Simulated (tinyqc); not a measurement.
Surface potential of a MOS transistor: implicit equation and explicit approximations: one step of the calculation.

p-type body, charge-sheet picture, depletion and inversion only, full ionisation (an idealisation for deep acceptors), Boltzmann statistics (rough once Na exp(x - xn) passes about Nc/7). In units of Vt: xg = (Vg - Vfb)/Vt, x = psi/Vt, G = gamma/sqrt(Vt), xn = (2 phiF + Vc)/Vt. The implicit equation is (xg - x)^2 = G^2 [x - 1 + exp(x - xn)] for x above about 3. Cox = eps0 eox/tox.

Question. Scales. ni = sqrt(Nc Nv) exp(-Eg/(2 Vt)), Eg in volts; phiF = Vt ln(Na/ni); gamma = sqrt(2 q eps0 eps_r Na)/Cox; VT = Vfb + Vt (xn + G sqrt(xn - 1)).

Parameters, values chosen for the exercise; band and dielectric values those of a made-up semiconductor:
- T = 300 K (temperature)
- Eg = 0.769 eV (band gap)
- eps_r = 19.8 (relative permittivity)
- Nc = 1.24e19 cm^-3 (conduction-band density of states at T)
- Nv = 4.93e18 cm^-3 (valence-band density of states at T)
- eox = 3.9 (relative permittivity of the gate insulator (close to silicon dioxide))
- tox = 2.1 nm (insulator thickness)
- Na = 1.9e16 cm^-3 (acceptor density)
- Vfb = -0.84 V (flat-band voltage)
- Vc = 0 V (channel-body voltage)
- Vg = 0.46 V (gate-body voltage)

Constants: q = 1.602176634e-19 C, kB = 1.380649e-23 J/K, Vt = kB T/q, eps0 = 8.8541878128e-14 F/cm where lengths are in cm. Results are converted to the units shown.

Give: phiF; gamma; G; xn; VT; xg.

Answer.

phiF = 0.2289 V
gamma = 0.06283 V^0.5
G = 0.3908
xn = 17.71
VT = -0.3410 V
xg = 50.29

Range of the model: The electron quasi-Fermi level lies less than 2 Vt below the band edge at the surface, or above it, where degeneracy and confinement, left out, matter.

Numbers from tinyqc (`OMP_NUM_THREADS=1 python tinyqc.py 2122183 2122184 out.jsonl`; about 0.01 s on one thread of a shared Intel Xeon 2.30GHz).
